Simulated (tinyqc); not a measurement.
From results back to parameters: strained quantum well: band edges, subbands and transparency. Two cases, with inputs chosen for the exercise.

Problem. In a thick strained layer the gaps to heavy and light holes are Ec - E_HH and Ec - E_LH. They were computed from hidden e and Eg.

Growth on (001), barriers unstrained: tr(e) = e (2 - nu2), Z = b e (1 + nu2); Ec = Ev + Eg + ac tr(e), E_HH = Ev + av tr(e) + Z, E_LH = Ev + av tr(e) - Z (coupling to the split-off band left out).

Find: Z; e; Eg.

Method. Half of (Ec - E_LH) - (Ec - E_HH) is Z, which gives e; the mean is Eg + (ac - av) tr(e).

Case 1.

Values chosen (near those of a GaAsP/AlGaAs well; the results hold for these values, not for the real material): nu2 = 0.917 (2 C12/C11); ac = -7.39 eV; av = 1.27 eV (Ev moves by av tr(e)); b = -1.92 eV (shear potential).

Ec - E_HH, Ec - E_LH (eV): 1.63969  1.58375

Solution.

Z = -0.0280 eV
e = 0.0076
Eg = 1.683 eV

Case 2.

Values chosen (near those of an InGaAs/InP well; the results hold for these values, not for the real material): nu2 = 0.979 (2 C12/C11); ac = -6.31 eV; av = 1.09 eV (Ev moves by av tr(e)); b = -1.92 eV (shear potential).

Ec - E_HH, Ec - E_LH (eV): 0.82695  0.76008

Solution.

Z = -0.0334 eV
e = 0.0088
Eg = 0.860 eV

Computed by tinyqc, one run a case: `OMP_NUM_THREADS=1 python tinyqc.py N N+1 out.jsonl` with N = 1251786, 1251812; one thread of a shared Intel(R) Xeon(R) Processor @ 2.30GHz, about 0.01 s a run at most.
